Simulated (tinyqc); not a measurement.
From results back to parameters: static screening by free carriers. Four cases, with inputs chosen for the exercise.

Problem. At zero temperature the gas shows Friedel oscillations of period pi/kF and a Thomas-Fermi length 1/qTF; n and m are hidden.

kF = (3 pi^2 n/Mv)^(1/3), EF = c kF^2/m with c = hbar^2/2m0, n in 1/angstrom^3 (1e-24 per 1/cm^3), e2 = e^2/(4 pi eps0). Thomas-Fermi: qTF^2 = 6 pi e2 n/(eps EF). Debye: qD^2 = 4 pi e2 n/(eps kB T).

Constants: hbar^2/2m0 = 3.80998211 eV angstrom^2; e^2/(4 pi eps0) = 14.39964547 eV angstrom.

Case 1.

Values chosen (out of a larger set: a free-electron density near that of Al; not measured data): Mv = 1 (valleys); eps = 1 (background dielectric constant).

period = 1.81206 angstrom
1/qTF = 0.489617 angstrom

Case 2.

Values chosen (out of a larger set: a free-electron density near that of Ag; not measured data): Mv = 1 (valleys); eps = 1 (background dielectric constant).

period = 2.63405 angstrom
1/qTF = 0.590314 angstrom

Case 3.

Values chosen (out of a larger set: near those of GaN; not measured data): Mv = 1 (valleys); eps = 9.43 (background dielectric constant).

period = 93.0454 angstrom
1/qTF = 24.0912 angstrom

Case 4.

Values chosen (out of a larger set: a free-electron density near that of Al; not measured data): Mv = 1 (valleys); eps = 1 (background dielectric constant).

period = 1.80864 angstrom
1/qTF = 0.489155 angstrom

Find: kF; n; m.

Solution. kF = pi/period and n = Mv kF^3/(3 pi^2); qTF^2 = 2 e2 Mv m kF/(pi eps c) then gives m.

Case 1.

kF = 1.734 1/angstrom
n = 1.76e+23 1/cm^3
m = 1.000 m0

Case 2.

kF = 1.193 1/angstrom
n = 5.73e+22 1/cm^3
m = 1.000 m0

Case 3.

kF = 0.03376 1/angstrom
n = 1.30e+18 1/cm^3
m = 0.200 m0

Case 4.

kF = 1.737 1/angstrom
n = 1.77e+23 1/cm^3
m = 1.000 m0

Computed by tinyqc, one run a case: `OMP_NUM_THREADS=1 python tinyqc.py N N+1 out.jsonl` with N = 1650877, 1650885, 1650890, 1650901; one thread of a shared Intel(R) Xeon(R) Processor @ 2.30GHz, about 0.01 s a run at most.
